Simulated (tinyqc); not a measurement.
Equal gaps, different models: fitting sp3s* parameters to three gaps by Newton steps.

sp3s* tight binding, nearest neighbours only: anion (a) at 0, cation (c) at a/4 (1,1,1), orbitals s, px, py, pz, s* on each; k in units of 2 pi/a. With phases e_j = exp(i (pi/2) k.n_j) for n = (1,1,1), (1,-1,-1), (-1,1,-1), (-1,-1,1): g0 = (e1+e2+e3+e4)/4, g1 = (e1+e2-e3-e4)/4, g2 = (e1-e2+e3-e4)/4, g3 = (e1-e2-e3+e4)/4. The diagonal holds the levels Esa, Epa, Exa (s*) and Esc, Epc, Exc. Anion-cation block: <sa|sc> = Vss g0; <sa|xc> = Vsapc g1; <xa|sc> = -Vscpa g1; <xa|xc> = Vxx g0; <xa|yc> = <ya|xc> = Vxy g3, <xa|zc> = <za|xc> = Vxy g2, <ya|zc> = <za|yc> = Vxy g1; <s*a|xc> = Vxapc g1; <xa|s*c> = -Vpaxc g1; y and z take g2 and g3 in place of g1; s-s* and s*-s* vanish.

Gaps are level 5 at Gamma, X = (1,0,0) and L = (1/2,1/2,1/2) less level 4 at Gamma; no spin-orbit coupling. Free parameters: Vss, Vxapc and Vpaxc. H is linear in them, so by Hellmann-Feynman J_ij = <u|dH/dp_j|u> for level 5 at point i less the same for level 4 at Gamma. Newton: p(new) = p + J^-1 (target - gaps); stop when all misses are below 1e-7 eV.

Constants: hbar^2/2m0 = 3.80998211 eV angstrom^2.

Parameters, chosen for this exercise (out of a larger set: near a published set for GaAs, fitted to gaps, whose masses and valley positions are rough; not measured data): p = (-8.347, 1.052, -2.663, 3.707, 8.685, 6.692, -6.515, 1.966, 5.117, 4.476, 5.835, 4.867, 4.824) eV (start, order Esa, Epa, Esc, Epc, Exa, Exc, Vss, Vxx, Vxy, Vsapc, Vscpa, Vxapc, Vpaxc); tg = (1.3362, 1.8614, 1.5956) eV (target gaps at Gamma, X, L); a = 5.658 angstrom (lattice constant).

The same three targets are met with other triples of free parameters (those for which Newton converges within 3 eV of the start). Not fitted: level 5 at K = (3/4,3/4,0) above Ev, the spacing of levels 6 and 5 at X, the depth of level 2 at X below Ev, the valence width at Gamma, and the mass c q^2/(E(q) - E(0)) of level 5 along [100], q = 0.002 (2 pi/a), c = hbar^2/2m0.

Unfitted results:
```
free parameters    largest change (eV)  K (eV)  X spacing (eV)  level 2 at X (eV)  valence width (eV)  mass (m0)
start                            0.000   2.001           0.329              7.557              12.620     0.1213
Vss, Vxapc, Vpaxc                0.284   1.847           0.574              7.533              12.361     0.0974
Esc, Vxapc, Vpaxc                0.740   1.856           0.867              7.598              12.734     0.0992
Vss, Vsapc, Vpaxc                0.786   1.858           1.022              7.366              12.361     0.1017
Esa, Vxapc, Vscpa                0.904   1.848           0.609              7.690              13.264     0.0929
Vss, Exa, Exc                    0.582   1.846           0.570              7.550              12.361     0.0974
```

All fitted rows have the same three gaps, yet they spread by 11 meV at K, 452 meV in the X spacing, 324 meV in level 2 at X, 904 meV in the valence width and 9.0 % in the mass. The smallest change of parameters, 0.284 eV, is that of Vss, Vxapc, Vpaxc. A fit fixes what it was given and leaves the rest to the choice of free parameters.

Computed by tinyqc, a small Python program: `OMP_NUM_THREADS=1 python tinyqc.py 1451148 1451149 out.jsonl` (the numbers bound the seed that draws the inputs); one thread of a shared host (Intel(R) Xeon(R) Processor @ 2.30GHz), about 0.1 s for the whole set of steps.
